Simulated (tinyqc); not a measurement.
# Inputs raised by 5 %, one at a time

Model: four-point probe, van der Pauw, Hall and spreading-resistance readings of a semiconductor layer. Computed by tinyqc, a small Python program. Command: `OMP_NUM_THREADS=1 python tinyqc.py 3110175 3110176 out.jsonl probe sens`. One thread of a shared host (Intel(R) Xeon(R) Processor @ 2.30GHz), about 0.03 s of CPU time with the checks.

The layer is uniform and ohmic; contacts are points unless a radius is given.

Inputs (values chosen for the exercise, modelled on p-type silicon):
```
quantity                                        value        unit
carrier density n                             8.5e+17      1/cm^3
drift mobility mu                                 107  cm^2/(V s)
layer thickness t                                 220  micrometre
probe spacing s                                     1          mm
current I                                        0.01          mA
radius a of the spreading-resistance contact      1.2  micrometre
```

Backing of the layer: conducting.

Constants: e = 1.602176634e-19 C.

Method:
- rho = 1/(e n mu); R_s = rho/t.
- Collinear probes with equal spacing on a layer with conducting backing: images at depth 2 m t give V = (rho I/(2 pi s)) G, G = 1 + 4 sum_(m>=1) (-1)^m [1/sqrt(1 + (2 m u)^2) - 1/sqrt(4 + (2 m u)^2)], u = t/s; the sum runs to m = 20000, with the last term halved.
- Limits: thick, rho = 2 pi s V/I; thin on an insulator, rho = (pi/ln 2) t V/I.
- Flat disc contact with the current density of a half-space: R = (rho/(4 a)) c, c = (4/pi) int_0^infinity K(x t/a) sin(x) J1(x)/x^2 dx for a conducting backing, K = tanh, with the voltage averaged over the disc; c tends to 1 for t >> a.

Runs; columns: (1) input moved; (2) from; (3) to; (4) voltage V (mV); (5) rho by the thick formula (ohm cm); (6) rho by the thin formula (ohm cm); (7) spreading resistance (ohm):
```
(1)                                                            (2)        (3)         (4)         (5)         (6)     (7)
base run                                                         -          -  7.2597e-06  4.5614e-04  7.2388e-05  142.63
carrier density n (1/cm^3)                                 8.5e+17  8.925e+17  6.9140e-06  4.3442e-04  6.8941e-05  135.83
drift mobility mu (cm^2/(V s))                                 107     112.35  6.9140e-06  4.3442e-04  6.8941e-05  135.83
layer thickness t (micrometre)                                 220        231  9.9438e-06  6.2478e-04  1.0411e-04  142.64
probe spacing s (mm)                                             1       1.05  4.9622e-06  3.2738e-04  4.9479e-05  142.63
current I (mA)                                                0.01     0.0105  7.6227e-06  4.5614e-04  7.2388e-05  142.63
radius a of the spreading-resistance contact (micrometre)      1.2       1.26  7.2597e-06  4.5614e-04  7.2388e-05  135.82
```

Exponents ln(y'/y) / ln(x'/x):
```
input                                         voltage V  rho by the thick formula  rho by the thin formula  spreading resistance
carrier density n                                -1.000                    -1.000                   -1.000                -1.000
drift mobility mu                                -1.000                    -1.000                   -1.000                -1.000
layer thickness t                                 6.448                     6.448                    7.448                 0.002
probe spacing s                                  -7.798                    -6.798                   -7.798                 0.000
current I                                         1.000                     0.000                    0.000                 0.000
radius a of the spreading-resistance contact      0.000                     0.000                    0.000                -1.002
```

Which inputs matter most for each result?

Among the inputs moved here: voltage V answers most in size to probe spacing s (exponent -7.798), next to layer thickness t (+6.448); its exponent is below 0.0005 for radius a of the spreading-resistance contact. rho by the thick formula answers most in size to probe spacing s (exponent -6.798), next to layer thickness t (+6.448); its exponent is below 0.0005 for current I, radius a of the spreading-resistance contact. rho by the thin formula answers most in size to probe spacing s (exponent -7.798), next to layer thickness t (+7.448); its exponent is below 0.0005 for current I, radius a of the spreading-resistance contact. Spreading resistance answers most in size to radius a of the spreading-resistance contact (exponent -1.002), and about equally to carrier density n (-1.000), drift mobility mu (-1.000); its exponent is below 0.0005 for probe spacing s, current I. Its exponent -1.002 in radius a of the spreading-resistance contact: spreading into a half-space.
